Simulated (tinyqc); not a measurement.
Time-dependent dielectric breakdown: cell percolation, Weibull statistics, area scaling and voltage extrapolation. From characteristic life t63 back to test area A. Computed by tinyqc, a small Python program. Command: `OMP_NUM_THREADS=1 python tinyqc.py 3000598 3000599 out.jsonl tddb inv`. One thread of a shared host (Intel(R) Xeon(R) Processor @ 2.30GHz), about 0.01 s of CPU time with the checks.

The oxide is divided into columns of area a^2, each holding m = t_ox/a cells (m is taken as continuous). A share lambda(t) = (t/t_1)^alpha of the cells is defective, and a column whose cells are all defective breaks down.

Inputs (values chosen for the exercise, for a model gate oxide): oxide thickness t_ox = 5.2 nm; defect cell size a = 1.1 nm; exponent alpha of defect growth = 0.42; time t_1 at which the occupied share would reach 1 = 900000 s.

Method. Failure fraction F = 1 - (1 - lambda^m)^N with N = A/a^2 columns, which for small lambda^m is 1 - exp(-(t/t63)^beta) with beta = alpha m and t63 = t_1 N^(-1/beta); critical share lambda(t63) = N^(-1/m). 1 um^2 = 1e6 nm^2.

Problem. A run gave the result below. Find the test area A, known to lie between 0.14 and 0.31 um^2.

characteristic life t63 = 2207.436 s

Solution.

Each step takes the trial c = (a f_b - b f_a)/(f_b - f_a), f being the result less the target and a, b, c the logarithms of the listed values; c replaces end b, the old b replaces a if the sign of f changed, and otherwise f_a is halved.

Scan of the range:
```
test area A (um^2)  characteristic life t63 (s)
0.140                                   2535.27
0.160                                   2370.37
0.182                                   2221.44
0.208                                   2076.95
0.238                                   1940.69
0.272                                   1814.46
0.310                                   1698.80
```

False position (Illinois rule, in the logarithm of the input) inside the bracket:
```
step     end a     end b     trial  characteristic life t63 (s)
1     0.182000  0.208000  0.184371                      2207.01
2     0.182000  0.184371  0.184233                      2207.84
3     0.184371  0.184233  0.184300                      2207.44
4     0.184233  0.184300  0.184300                      2207.44
```

Characteristic life t63 falls at every point of a 13-point scan of the range (every second point is shown), so one value fits; it is bracketed by 0.182 and 0.208. The scan shows a pure power law with exponent -0.5037, so scaling from any one row also gives the answer directly. Answer: test area A = 0.1843 um^2.

Caution: t_1 is an input here; in a real oxide it changes with thickness at fixed voltage.
